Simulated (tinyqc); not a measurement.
# Changing the hole prefactor a_p

Model: avalanche multiplication and breakdown of a junction from ionisation integrals. Computed by tinyqc, a small Python program. Command: `OMP_NUM_THREADS=1 python tinyqc.py 3006015 3006016 out.jsonl impact sweep`. One thread of a shared host (Intel(R) Xeon(R) Processor @ 2.30GHz), about 0.02 s of CPU time with the checks.

Ionisation coefficients follow the local field. Position x runs through the depletion layer from the p side (x = 0), where electrons enter, to the n side (x = w), where holes enter. The built-in voltage is neglected.

Inputs (values chosen for the exercise, modelled on diamond):
```
quantity                                        value        unit
electron prefactor a_n                       1.98e+08        1/cm
electron field b_n                           7.72e+07        V/cm
hole field b_p                               1.41e+07        V/cm
exponent c                                          1           -
permittivity eps                                  5.7           -
doping N of the lightly doped side            3.5e+16      1/cm^3
layer width W                                     3.1  micrometre
bias as a fraction of the breakdown voltage      0.96           -
```

Junction: punch-through p+ n- n+.

Constants: e = 1.602176634e-19 C; eps_0 = 8.8541878128e-12 F/m.

Method:
- alpha_n = a_n exp(-(b_n/F)^c), alpha_p = a_p exp(-(b_p/F)^c).
- Field F = F_m - e N x/(eps eps_0) over the layer, w = W, V = F_m W - e N W^2/(2 eps eps_0); valid while F > 0 at x = W.
- With Phi(x) = int_0^x (alpha_n - alpha_p) dx': 1 - 1/M_n = I_n = int_0^w alpha_n exp(-Phi) dx and M_p = M_n exp(-Phi(w)); trapezoid rule on 401 even points; breakdown at I_n = 1.
- Solve I_n(F_m) = 1.
- Bias V = fraction times the breakdown voltage.
- M_n = 1/(1 - I_n), M_p = M_n exp(-Phi(w)); McIntyre excess noise for the carrier with the larger M, F_x = k M + (1 - k)(2 - 1/M), with k = (smaller M - 1)/(larger M - 1).

One run for each value:
```
hole prefactor a_p (1/cm)  breakdown voltage (V)  effective k  excess noise factor    M_n
5.10e+04                                    2011    3.435e-01                5.164  4.565
1.40e+05                                    1795    2.466e-02                3.657  2.695
3.60e+05                                    1541    1.018e-03                2.855  1.857
9.80e+05                                    1254    2.132e-05                2.432  1.432
2.60e+06                                     997    4.226e-07                2.233  1.233
7.00e+06                                     776    6.964e-09                2.131  1.131
1.90e+07                                     594    9.758e-11                2.080  1.080
```

What does the table show, and why?

Over the rows, breakdown voltage (V) falls from 2010 to 594 (exponent d ln y / d ln x -0.11 between the first rows and -0.27 between the last); effective k falls from 0.343 to 9.76e-11 (exponent d ln y / d ln x -2.6 between the first rows and -4.3 between the last); excess noise factor falls from 5.16 to 2.08 (exponent d ln y / d ln x -0.34 between the first rows and -0.025 between the last). Breakdown needs feedback from both carriers; weakening one raises V_B much less than in proportion but changes the noise. Left out: 5.10e7 (the layer is not punched through at breakdown).
